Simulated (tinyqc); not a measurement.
Comparisons within one model: tunnelling through a thin dielectric with one trap, as a tight-binding chain. A value that a table varies takes the place of the one given here.

Hopping -t everywhere, t = c/(m a^2), c = hbar^2/2m0; lead sites at 2t (band bottom 0), barrier sites 1 to N at 2t + phi, and site j has U besides. No voltage. Leads give S = -t exp(ika) on sites 1 and N, cos(ka) = 1 - E/(2t). T = (2 t sin(ka))^2 |G_1N|^2, G = (E - H - S)^-1. In the barrier cosh(q a) = 1 + (phi - E)/(2t).

Resonance: the lowest eigenvalue of H + S(E), iterated until its real part equals E (40 rounds from Eb = phi + 2t - sqrt(4t^2 + U^2), the level in an endless barrier). With v the normalised squared amplitudes of that state, Gamma_L = 2 t sin(ka) v_1, Gamma_R = 2 t sin(ka) v_N; Breit-Wigner T = Gamma_L Gamma_R/((E - Er)^2 + (Gamma_L + Gamma_R)^2/4).

Constants: hbar^2/2m0 = 3.80998211 eV angstrom^2.

Inputs chosen for the exercise (barrier and mass of the size used for SiO2 on silicon; shifted at random, so the results belong to these values and not to a real crystal): a = 2.5 angstrom (site spacing); m = 0.45 m0 (mass, the same in leads and barrier); phi = 3.22 eV (conduction edge of the barrier above that of the leads); N = 11 (barrier sites); j = 9 (site of the trap); U = -3.52 eV (extra energy on the trap site); E = 0.83 eV (electron energy).

## Transmission around the level

Er = 1.49000 eV

widths (meV): left 6.0856e-05, right 25.071

Energies Er + x (Gamma_L + Gamma_R).

T:
```
x     E (eV)     chain  Breit-Wigner   no trap
-8.0  1.2894  1.39e-08      3.78e-08  6.03e-11
-3.0  1.4148  1.81e-07      2.62e-07  1.24e-10
-1.0  1.4649  1.72e-06      1.94e-06  1.67e-10
-0.5  1.4775  4.57e-06      4.85e-06  1.80e-10
0.0   1.4900  9.71e-06      9.71e-06  1.94e-10
0.5   1.5025  5.21e-06      4.85e-06  2.09e-10
1.0   1.5151  2.23e-06      1.94e-06  2.25e-10
3.0   1.5652  3.91e-07      2.62e-07  3.05e-10
8.0   1.6906  1.09e-07      3.78e-08  6.61e-10
```

At Er the chain gives 9.71e-06, 5e+04 times the value without trap, and Breit-Wigner 9.71e-06. In the wings the single pole gives 2.72 times the chain value at x = -8 and 0.346 times at x = 8, because the widths and the level shift change with energy.

## Where a trap does most harm

The trap is moved through the barrier. The area under the resonance, 2 pi Gamma_L Gamma_R/(Gamma_L + Gamma_R), sets the current through it.

Against position:
```
j  Er (eV)  Gamma_L (meV)  Gamma_R (meV)      peak  area (meV)
3   1.4900           25.1       6.09e-05  9.71e-06    0.000382
4   1.4877           2.88       0.000518  0.000719     0.00325
5   1.4874          0.333        0.00447    0.0522      0.0277
6   1.4874         0.0386         0.0386      1.00       0.121
7   1.4874        0.00447          0.333    0.0522      0.0277
8   1.4877       0.000518           2.88  0.000719     0.00325
9   1.4900       6.09e-05           25.1  9.71e-06    0.000382
```

The area is largest at j = 6 (0.121 meV) and 317 times smaller at j = 3: the slower of the two steps limits the current, so traps in the middle carry most. Each site towards a lead multiplies its width by about 8.64, close to exp(2 q a) = 8.64 at Eb.

## Direct against trap-assisted paths

N odd, the trap in the middle, j = (N + 1)/2. Direct T is that without trap at the energy Er; area = 2 pi Gamma_L Gamma_R/(Gamma_L + Gamma_R). The exponents are the slopes of the logarithms between the last two rows, per angstrom.

Against thickness:
```
N   N a (angstrom)  Er (eV)  direct T  area (meV)
5             12.5   1.4924  8.03e-05        79.3
7             17.5   1.4880  1.07e-06        9.06
9             22.5   1.4875  1.43e-08        1.05
11            27.5   1.4874  1.91e-10       0.121
13            32.5   1.4874  2.56e-12      0.0140
15            37.5   1.4874  3.43e-14     0.00162
17            42.5   1.4874  4.61e-16    0.000188
```

exponents (1/angstrom): direct 0.8624, through the trap 0.4312

The direct path falls as exp(-0.862 d) and the path through a central trap as exp(-0.431 d), 2.00 times more slowly, since each step crosses half the layer. From 5 to 17 sites the first loses 11.2 decades and the second 5.6: in thicker layers even few traps rule the leakage. Inelastic capture with phonons is left out.

## What each parameter does

Resonance and log10 T at E. Each row changes one parameter from the base and keeps the others.

Results:
```
case           Er (eV)  Gamma_L (meV)  Gamma_R (meV)  log10 T
base            1.4900      6.086e-05          25.07   -9.867
m = 0.414 m0    1.5795      0.0001779          33.47   -9.540
phi = 3.32 eV   1.5906      6.036e-05          24.83  -10.184
N = 12          1.4877      5.999e-05          2.880  -10.951
j = 8           1.4877      0.0005180          2.880   -9.868
U = -3.414 eV   1.5745      8.715e-05          26.81   -9.975
```

The largest shifts from the base row, up to three for each result and ties (the steps differ in size, so this ranks the rows, not the parameters). Er (eV): phi +0.1006, m +0.0895, U +0.0845. Gamma_L (meV): j +0.000457, m +0.000117, U +2.63e-05. Gamma_R (meV): N -22.2, j -22.2, m +8.40. log10 T: N -1.084, m +0.326, phi -0.318.

Computed by tinyqc, a small Python program: `OMP_NUM_THREADS=1 python tinyqc.py 1450716 1450717 out.jsonl` (the numbers bound the seed that draws the inputs); one thread of a shared host (Intel(R) Xeon(R) Processor @ 2.30GHz), about 0.07 s for the whole set of steps.
